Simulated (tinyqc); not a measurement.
Deformation-potential model of the Delta valleys of a conduction band: one step. Piezoresistance from repopulation. Three cases, with inputs chosen for the exercise.

Question. For small stress d(rho)/rho = pi X. For valleys on the cube axes pi11 = -(2/3) Xu (s11 - s12)/kT x (K - 1)/(2K + 1), pi12 = -pi11/2, pi44 = 0, K = ml/mt. For stress along [110]: pi_l = (pi11 + pi12 + pi44)/2 with the current along it and pi_t = (pi11 + pi12 - pi44)/2 with the current along [1-10]. 1/GPa = 100 x 1e-11/Pa.

Constants: kB = 8.617333262e-05 eV/K.

Give: K; pi11, pi12, pi44; pi_l, pi_t for [110].

Case 1.

Values chosen (near those of Si; the results hold for these values, not for the real material):
- ml = 0.902 m0 (longitudinal mass)
- mt = 0.189 m0 (transverse mass)
- Xu = 9.7 eV (uniaxial potential)
- T = 300 K (temperature)

s11, s12, s44 (1/TPa): 7.653766  -2.150156  12.642225

Answer.

K = 4.772

pi11, pi12, pi44 (1e-11/Pa): -87.7  43.9  0.0

pi_l, pi_t for [110] (1e-11/Pa): -21.9  -21.9

Case 2.

Values chosen (near those of Si; the results hold for these values, not for the real material):
- ml = 0.904 m0 (longitudinal mass)
- mt = 0.194 m0 (transverse mass)
- Xu = 8.68 eV (uniaxial potential)
- T = 300 K (temperature)

s11, s12, s44 (1/TPa): 7.484968  -2.075262  12.836970

Answer.

K = 4.660

pi11, pi12, pi44 (1e-11/Pa): -75.9  37.9  0.0

pi_l, pi_t for [110] (1e-11/Pa): -19.0  -19.0

Case 3.

Values chosen (near those of Si; the results hold for these values, not for the real material):
- ml = 0.92 m0 (longitudinal mass)
- mt = 0.183 m0 (transverse mass)
- Xu = 9.1 eV (uniaxial potential)
- T = 400 K (temperature)

s11, s12, s44 (1/TPa): 8.146270  -2.368977  13.071895

Answer.

K = 5.027

pi11, pi12, pi44 (1e-11/Pa): -67.4  33.7  0.0

pi_l, pi_t for [110] (1e-11/Pa): -16.9  -16.9

Only the transfer between valleys is counted; changes of mass and of intervalley scattering add to it in a real crystal.

Computed by tinyqc, one run a case: `OMP_NUM_THREADS=1 python tinyqc.py N N+1 out.jsonl` with N = 1050508, 1050744, 1050998; one thread of a shared Intel(R) Xeon(R) Processor @ 2.30GHz, about 0.01 s a run at most.
